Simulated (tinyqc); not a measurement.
Tilting alike or in alternation: buckled dimers of a reconstructed (001) surface, two dangling bonds a dimer.

In a dimer one atom moves up by z and the other down by z; the dangling bond of the up atom (more s-like) falls by gm z and that of the down atom rises by gm z. With all dimers tilted alike: H(k) = [[-gm z - 2 ta cos k, -tp - 2 tx cos k], [., gm z - 2 ta cos k]], k along the row in 1/a. Two electrons a dimer fill the lowest N of the 2N levels on the mesh k_j = (j + 1/2) pi/N. Total energy a dimer: W(z) = (2/N) sum of the filled levels + kf z^2. Repulsion between electrons is left out.

Inputs chosen for the exercise (of the size met on diamond (001); the results hold for these values, not for the real material):
- tp = 0.93 eV (pi coupling inside a dimer)
- ta = 0.13 eV (coupling between like atoms along the row)
- tx = 0.07 eV (diagonal coupling along the row)
- gm = 1.99 eV/angstrom (shift of a dangling bond with height)
- kf = 10.3 eV/angstrom^2 (force constant of buckling)
- N = 12 (k points)

Alternation doubles the cell: sites L1, R1, L2, R2 with levels -gm z, +gm z, +gm z, -gm z, -tp inside a dimer, -2 ta cos k between L1-L2 and R1-R2, -2 tx cos k between L1-R2 and R1-L2, on k_j = (j + 1/2) pi/(2N); the lowest half of the levels is filled. Energies a dimer; gaps on these meshes.

Two patterns:
```
z (angstrom)  W alike (eV)  W alternating (eV)  difference (meV)  gap alike (eV)  gap alternating (eV)
0.05               -1.8450             -1.8453              -0.3          1.3553                1.3558
0.10               -1.7996             -1.8007              -1.2          1.3875                1.3989
0.15               -1.7227             -1.7251              -2.4          1.4398                1.4680
0.30               -1.2859             -1.2924              -6.6          1.6998                1.7956
0.40               -0.8037             -0.8121              -8.5          1.9394                2.0816
0.50               -0.1528             -0.1623              -9.5          2.2159                2.3997
```

Give the missing row, z (angstrom) = 0.20.

Computed row:
```
z (angstrom)  W alike (eV)  W alternating (eV)  difference (meV)  gap alike (eV)  gap alternating (eV)
0.20               -1.6127             -1.6166              -3.9          1.5106                1.5596
```

The lowest W listed is -1.8450 eV for like tilts and -1.8453 eV for alternation (both in the first row: W rises with z, so these dimers stay nearly flat); the difference at equal z runs from -9.5 to -0.3 meV. With alternation ta joins filled up atoms to empty down atoms and gains energy in second order, about 2 ta^2/(gm z) a dimer at large z, while tx does so for like tilts; here ta = 0.13 and tx = 0.07 eV. At z = 0.3 the gap is 1.700 eV alike and 1.796 eV alternating.

Program tinyqc; command `OMP_NUM_THREADS=1 python tinyqc.py 1452158 1452159 out.jsonl`; about 0.02 s on one thread of a shared Intel(R) Xeon(R) Processor @ 2.30GHz.
